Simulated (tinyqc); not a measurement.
# Projection against the Weibull slope

Defects are spread at random, so -ln(1 - F) is proportional to the area: t63(A2) = t63 (A1/A2)^(1/beta), and the time to the share Fp is t63(A2) (-ln(1 - Fp))^(1/beta).

Inputs (values chosen for the exercise): area of a test capacitor A1 = 3600 um^2; gate area of the product A2 = 1e6 um^2; allowed share of failed products Fp = 0.0001; characteristic time of a test capacitor t63 = 42 s.

Result of one run:
```
t63 of the product (s)  time to Fp (s)  decades lost to area  decades lost to the percentile
5.2261                         0.17247               0.90507                          1.4815
```

Which Weibull slope beta gave this result: 0.6, 1.2, 2.1, 2.7 or 3?

beta = 2.7.

The whole series:
```
beta  t63 of the product (s)  time to Fp (s)  decades lost to area  decades lost to the percentile
0.6                0.0035516      7.6523e-10                4.0728                          6.6666
0.9                 0.080915       2.9081e-6                2.7152                          4.4444
1.2                  0.38622       1.7927e-4                2.0364                          3.3333
1.5                  0.98655       0.0021255                1.6291                          2.6667
1.8                   1.8435        0.011052                1.3576                          2.2222
2.1                   2.8813        0.035878                1.1637                          1.9048
2.4                   4.0276        0.086773                1.0182                          1.6667
2.7                   5.2261         0.17247               0.90507                          1.4815
3                     6.4370         0.29878               0.81457                          1.3333
```

Both losses go as 1/beta: together 10.7 decades at beta = 0.6 and 2.15 at 3. For small Fp only the ratio Fp/A2 counts, so ten times the area costs as much as a tenth of Fp.

Computed by the program tinyqc: `OMP_NUM_THREADS=1 python tinyqc.py 2070084 2070085 out.jsonl`, one thread of a shared Intel Xeon 2.30GHz, about 0.01 s for the whole run.
